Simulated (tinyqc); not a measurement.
# MOS inversion layer, Poisson-Schroedinger loop, step by step

Numbers from tinyqc (`OMP_NUM_THREADS=1 python tinyqc.py 2160017 2160018 out.jsonl`; about 0.9 s on one thread of a shared Intel Xeon 2.30GHz). Printed values are rounded.

Electrons confined at an insulator interface at z = 0, treated as a hard wall; parabolic valleys, Hartree approximation, no image or exchange terms. The depletion charge lies far deeper than the electrons and gives a uniform field q Nd/(eps0 eps_r); the gate balances all charge. Energies are counted from the band edge at the interface.

Inputs (values chosen for the exercise); masses and permittivity close to those of silicon (100):
```
symbol,value,unit,meaning
T,400,K,temperature
eps_r,11.7,,relative permittivity
mz1,0.925,m0,mass along z of valley set A (2 valley(s))
md1,0.187,m0,in-plane density-of-states mass of set A
mz2,0.191,m0,mass along z of valley set B (4 valley(s))
md2,0.414,m0,in-plane density-of-states mass of set B
Ns,1.3e13,cm^-2,sheet density of electrons
Nd,8.8e11,cm^-2,sheet density of depletion charge
dE,0.08,eV,extra shift of set B (strain)
hz,0.62,nm,mesh step
a,0.3,,mixing factor
```

Constants: q = 1.602176634e-19 C, kB = 1.380649e-23 J/K, hbar = 1.054571817e-34 J s, m0 = 9.1093837015e-31 kg, Vt = kB T/q, eps0 = 8.8541878128e-14 F/cm where lengths are in cm, hbar^2/(2 m0) = 0.0380998212 eV nm^2. Results are converted to the units shown.

## Fixed part of the potential

z, node 1 to 19 (nm): [0.62, 1.24, 1.86, 2.48, 3.1, 3.72, 4.34, 4.96, 5.58, 6.2, 6.82, 7.44, 8.06, 8.68, 9.3, 9.92, 10.54, 11.16, 11.78]

V0 = q Nd z/(eps0 eps_r) in eV.

fixed potential V0, node 1 to 19 (eV): [0.008438, 0.016876, 0.025315, 0.033753, 0.042191, 0.050629, 0.059067, 0.067506, 0.075944, 0.084382, 0.092820, 0.101258, 0.109697, 0.118135, 0.126573, 0.135011, 0.143450, 0.151888, 0.160326]

## Round 1: levels and probability densities

self-consistent potential U at the start, node 1 to 19 (eV): [0, 0, 0, 0, 0, 0, 0, 0, 0, 0, 0, 0, 0, 0, 0, 0, 0, 0, 0]

Tridiagonal Hamiltonian with psi = 0 one step beyond both ends: H_ii = C (1/m_(i-1/2) + 1/m_(i+1/2))/hz^2 + V0_i + U_i (+ dE for the set B), H_(i,i+1) = -C/(m_(i+1/2) hz^2), C = hbar^2/(2 m0). The lowest 2 level(s) of each valley set are kept, normalised to hz sum |psi|^2 = 1. The mass is the same on all intervals.

levels (eV): A1 0.045699, A2 0.079441, B1 0.157706, B2 0.217608

```
node  |psi|^2 of A1 (1/nm)  |psi|^2 of A2 (1/nm)  |psi|^2 of B1 (1/nm)  |psi|^2 of B2 (1/nm)
1                 0.117858              0.110901              0.025633              0.028313
2                 0.321749              0.198350              0.089301              0.086815
3                 0.407782              0.088606              0.162034              0.124238
4                 0.346270              0.000000              0.216780              0.111576
5                 0.223458              0.088975              0.239338              0.061870
6                 0.116627              0.242541              0.229792              0.013855
7                 0.051082              0.307202              0.197579              0.001093
8                 0.019243              0.260760              0.154973              0.031973
9                 0.006346              0.168227              0.112289              0.090247
10                0.001856              0.087780              0.075838              0.149239
11                0.000487              0.038439              0.048058              0.187138
12                0.000115              0.014478              0.028711              0.194956
13                0.000025              0.004773              0.016219              0.176025
14                0.000005              0.001396              0.008670              0.140627
15                0.000001              0.000366              0.004373              0.100096
16                0.000000              0.000086              0.002059              0.063016
17                0.000000              0.000018              0.000878              0.034012
18                0.000000              0.000003              0.000311              0.014374
19                0.000000              0.000000              0.000067              0.003441
```

## Round 1: Fermi level and occupations

Level k holds N_k = D_k Vt ln(1 + exp((EF - E_k)/Vt)) with D = 2 md1 m0 q/(pi hbar^2) for the set A, D = 4 md2 m0 q/(pi hbar^2) for the set B per eV (spin included); EF is fixed by sum N_k = Ns.

EF = 0.0775751 eV
N_k (cm^-2): A1 6.77908e12, A2 3.58895e12, B1 2.22520e12, B2 4.06770e11

## Round 1: density, output potential and mixing

n_i = sum_k N_k |psi_k|^2 (converted to cm^-3). Hartree part by Gauss: on the interval before node i the electrons still beyond are S_i = Ns - hz sum_(j<i) n_j, and U_i = U_(i-1) + q S_i hz/(eps0 eps_r) in eV, U_0 = 0 at the interface. Mixing: U(new) = U + a (U(out) - U).

```
node  n (1e19 cm^-3)  U(out) (eV)  U after round 1 (eV)
1            1.26554     0.124655              0.037397
2            3.12706     0.241787              0.072536
3            3.49348     0.340328              0.102098
4            2.87516     0.418100              0.125430
5            2.39191     0.478778              0.143634
6            2.17806     0.525237              0.157571
7            1.88892     0.558747              0.167624
8            1.42416     0.581027              0.174308
9            0.93335     0.594840              0.178452
10           0.55708     0.603104              0.180931
11           0.32432     0.608057              0.182417
12           0.19593     0.611081              0.183324
13           0.12499     0.612941              0.183882
14           0.08154     0.614057              0.184217
15           0.05177     0.614689              0.184407
16           0.03053     0.615012              0.184504
17           0.01585     0.615155              0.184546
18           0.00655     0.615203              0.184561
19           0.00155     0.615212              0.184564
```

## Course of the self-consistent loop

Start from U = 0. Stop when the largest |U(out) - U| is below 1e-7 eV, or after 60 rounds. From round 2 on: Anderson mixing of depth m keeps the last m inputs V and residuals F = V(out) - V(in), fits c by least squares to F = dF c over their successive differences dF, dV, and sets V(new) = V + a F - (dV + a dF) c. Here m = 3.

Course of the iteration:
```
round  level A1 (eV)    EF (eV)  largest |U(out) - U| (eV)
1          0.0456985  0.0775751                      0.615
2           0.134100   0.188462                      0.179
3           0.189149   0.247998                     0.0770
4           0.239677   0.300059                     0.0121
5           0.247861   0.306752                    3.90e-3
6           0.248733   0.307652                    2.37e-3
7           0.250203   0.309027                    5.34e-4
8           0.250604   0.309402                    2.46e-4
9           0.250434   0.309240                    4.42e-5
10          0.250462   0.309266                    7.61e-6
11          0.250466   0.309270                    3.00e-6
12          0.250466   0.309270                    5.85e-7
13          0.250466   0.309270                    3.31e-7
14          0.250466   0.309270                    2.02e-7
15          0.250466   0.309270                    2.78e-8
```

Converged in 15 rounds.

## Converged levels, occupations and centroid

converged U, node 1 to 19 (eV): [0.124655, 0.202149, 0.242386, 0.265556, 0.279071, 0.286482, 0.290426, 0.292606, 0.293916, 0.294762, 0.295325, 0.295696, 0.295930, 0.296069, 0.296146, 0.296184, 0.296200, 0.296206, 0.296207]

Solve for the levels with V0 + U, find EF, n_i = sum_k N_k |psi_k|^2 (in cm^-3); share of each level N_k/Ns; centroid sum n z/sum n.

levels (eV): A1 0.250466, A2 0.338723, B1 0.421410, B2 0.497573
EF = 0.309270 eV
shares (%): A1 77.5824, A2 14.6864, B1 6.9549, B2 0.7763
n, node 1 to 19 (in units of 1e19 cm^-3): [7.93289, 6.26678, 2.87067, 1.62419, 1.02647, 0.58334, 0.29673, 0.14644, 0.07789, 0.04757, 0.03242, 0.02295, 0.01594, 0.01054, 0.00651, 0.00367, 0.00183, 0.00073, 0.00017]
centroid = 1.47325 nm

An 800-node mesh to 20 nm with 8 levels a set gives A1 = 0.2545 eV, EF = 0.3129 eV and a centroid of 1.635 nm; the levels kept above hold 94.7 % of the electrons there. The coarse centroid is 9.9 % below the fine one.

## Closed-form estimates

Triangular well: E_k = a_k (C F^2/mz)^(1/3), a_1 = 2.338107, a_2 = 4.087949, C = hbar^2/(2 m0), F in eV/nm. Fang-Howard (all electrons in the lowest level of set A): b^3 = 6 (mz1/C) q (Nd + 11 Ns/32)/(eps0 eps_r), centroid 3/b, level C b^2/(4 mz1) + (3/b) q (Nd + 11 Ns/16)/(eps0 eps_r). Use F = q (Nd + Ns)/(eps0 eps_r), the surface field, and F = q (Nd + Ns/2)/(eps0 eps_r).

A1 with the surface field = 0.289491 eV
A1 with Nd + Ns/2 = 0.189997 eV
A2 with Nd + Ns/2 = 0.332191 eV
b = 2.29262 1/nm
Fang-Howard centroid = 1.30854 nm
Fang-Howard level = 0.252809 eV

Against the self-consistent A1 = 0.2545 eV on a fine mesh, the surface-field estimate is 14 % above it, the half-charge one 25 % below it and Fang-Howard 0.66 % below it. A1 holds 77.2 % of the electrons, and the Fang-Howard centroid is 20 % below the full one.
